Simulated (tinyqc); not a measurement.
Phonon transmission through an interface between two chains by Green functions: one step, computed by the program tinyqc.

Two semi-infinite chains (masses m_1, m_2; springs k_1, k_2), motion along the chain. The central region holds the end atom of each chain and one interlayer atom of mass m_b, joined by springs k_b. lambda = omega^2 in eV/(angstrom^2 u); nu = 15.6333042 THz x sqrt(lambda).

Problem. Transmission at the probe frequency. A = lambda M - K - Sigma over the central atoms, with K_ii the sum of the springs at i, K_(i,i+1) = -k_b; G = inverse of A; transmission = Gamma_1 Gamma_2 |G_(first,last)|^2.

Atoms in the interlayer: one.

A (complex symmetric) (eV/angstrom^2):
```
                   end of 1  layer 1           end of 2
end of 1  -2.29102+7.18734i  6.46000            0.00000
layer 1             6.46000  7.96179            6.46000
end of 2            0.00000  6.46000  1.34300+13.16067i
```

Gamma_1 = 14.37469 eV/angstrom^2

Gamma_2 = 26.32134 eV/angstrom^2

Give: G_(first,last); transmission.

Solution.

G_(first,last) = -0.01962+0.02692i angstrom^2/eV

transmission = 0.4198
